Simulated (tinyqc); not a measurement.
Gap and mesh density: special k points of the square lattice.

Lattice vectors in units of a: a1 = (1, 0), a2 = (0, 1); reciprocal vectors b_i with a_i . b_j = 2 pi delta_ij. Mesh: k = sum_i f_i b_i with f_i = (2 j_i + shift)/(2 N), j_i = 0 .. N-1. The point group of the lattice has 8 operations; only those that map the mesh onto itself are used.

A_m(k) = sum over the m-th star of lattice vectors R of cos(k . R), stars in order of length: m = 1: |R|^2 = 1, 4 vectors, such as (1, 0) in the basis a_i; m = 2: |R|^2 = 2, 4 vectors, such as (1, 1) in the basis a_i; m = 3: |R|^2 = 4, 4 vectors, such as (2, 0) in the basis a_i; m = 4: |R|^2 = 5, 8 vectors, such as (2, 1) in the basis a_i; m = 5: |R|^2 = 8, 4 vectors, such as (2, 2) in the basis a_i; m = 6: |R|^2 = 9, 4 vectors, such as (3, 0) in the basis a_i. The zone mean of every A_m is zero.

Test function, the lower band of a two-band insulator: E(k) = -sqrt(D^2 + (e0 - t A_1(k))^2).
Values chosen for the exercise: t = 1.46 eV (coupling); e0 = 1.54 eV (offset).

D takes the values listed; errors against the unshifted mesh with N = 192, for unshifted meshes.

Errors (meV):

| D (eV) | reference (eV) | N = 2 | N = 4 | N = 6 | N = 8 |
|---|---|---|---|---|---|
| 0.2 | -2.7320 | -966.286 | -45.514 | -7.485 | -13.311 |
| 0.4 | -2.7735 | -949.363 | -33.639 | -10.441 | -8.617 |
| 0.8 | -2.9072 | -909.730 | -12.439 | -9.133 | -3.537 |
| 1.5 | -3.2531 | -843.092 | 5.642 | -4.116 | -0.733 |
| 2.5 | -3.9008 | -758.837 | 9.678 | -1.108 | -0.054 |
| 4.0 | -5.0616 | -648.331 | 6.952 | -0.197 | 0.004 |

The first listed N from which the error stays below 0.5 meV is none for D = 0.2, none for D = 0.4, none for D = 0.8, none for D = 1.5, 8 for D = 2.5, 6 for D = 4 eV. A larger D makes the function smoother, so its Fourier coefficients fall faster with |R|; single entries change sign along a column, so a small error on one coarse mesh can be a cancellation.

tinyqc: `OMP_NUM_THREADS=1 python tinyqc.py 1682676 1682677 out.jsonl`; about 0.09 s, one thread, shared Intel(R) Xeon(R) Processor @ 2.30GHz.
